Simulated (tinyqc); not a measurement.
# Programming of a floating-gate cell by Fowler-Nordheim tunnelling, step by step

Computed by the program tinyqc: `OMP_NUM_THREADS=1 python tinyqc.py 2130151 2130152 out.jsonl`, one thread of a shared Intel Xeon 2.30GHz, about 0.02 s for the whole run. Printed values are rounded.

Per tunnel area the floating gate has Ctun = 3.9 eps0/tox to the channel (0 V) and Ccg to the control gate, Ct = Ctun/(1 - ag), no other coupling. With the threshold shift U = -Q/Ccg the field is F = ag (Vg - U)/tox, and dU/dt = J/Ccg. Fowler-Nordheim: J = A F^2 exp(-B/F), A = q^2/(16 pi^2 hbar mo phi) (times 1e14 for A/cm^2 with F in V/nm, emitter mass m0), B = (4/3) sqrt(mo/C) phi^1.5, C = hbar^2/(2 m0).

Values chosen for this exercise; oxide values close to those of silicon dioxide: tunnel barrier phi = 3.18 eV; tunnelling mass mo = 0.42 m0; tunnel oxide thickness tox = 7.2 nm; coupling ratio Ccg/Ct ag = 0.54; tunnel area ar = 1700 nm^2; threshold shift at the start Vt0 = -1.9 V; control-gate voltage Vg = 12.8 V; time step dt = 7.9 us; steps n = 12.

Constants: q = 1.602176634e-19 C, hbar = 1.054571817e-34 J s, m0 = 9.1093837015e-31 kg, eps0 = 8.8541878128e-14 F/cm where lengths are in cm, hbar^2/(2 m0) = 0.0380998212 eV nm^2. Results are converted to the units shown.

Range of the model: Programming fields of 10 MV/cm and more wear the oxide; trapping and the channel potential are ignored.

## Constants of the cell

A, B, Ccg = ag Ct, the starting field and current, K = A B ag/(Ccg tox), and the knee time t0 = exp(B/F(0))/K.

A = 1.154113e8 A cm^-2 (V/nm)^-2
B = 25.10398 V/nm
Ccg = 0.5630109 uF/cm^2
F(0) = 1.102500 V/nm
J(0) = 0.01811750 A/cm^2
K = 3.859540e14 1/s
t0 = 20.06189 us
electrons for 1 V of shift = 59.73864

## Explicit time steps against the exact solution

U(new) = U + dt J(F(U))/Ccg. Exact: exp(B/F(t)) = exp(B/F(0)) + K t, K = A B ag/(Ccg tox), and U = Vg - tox F/ag.

```
step,t (us),F (V/nm),J (A/cm^2),U by steps (V),U exact (V)
0,0,1.102500,0.01811750,-1.900000,-1.900000
1,7.9,1.083434,0.01171977,-1.645781,-1.688733
2,15.8,1.071100,0.008772040,-1.481332,-1.534338
3,23.7,1.061868,0.007032200,-1.358246,-1.413157
4,31.6,1.054468,0.005874325,-1.259572,-1.313698
5,39.5,1.048286,0.005045183,-1.177145,-1.229521
6,47.4,1.042976,0.004421014,-1.106353,-1.156663
7,55.3,1.038324,0.003933679,-1.044318,-1.092515
8,63.2,1.034184,0.003542406,-0.989122,-1.035271
9,71.1,1.030456,0.003221237,-0.939416,-0.983627
10,79,1.027066,0.002952834,-0.894217,-0.936615
11,86.9,1.023959,0.002725161,-0.852783,-0.893497
12,94.8,1.021091,0.002529595,-0.814545,-0.853694
```

The steps run ahead by 43.0 mV after the first and 39.1 mV after the last, as each uses the larger current of its start; the step is 0.39 of the knee time t0. The overshoot lowers the field, so later steps gain less than the exact curve and the error ends smaller than after the first step.
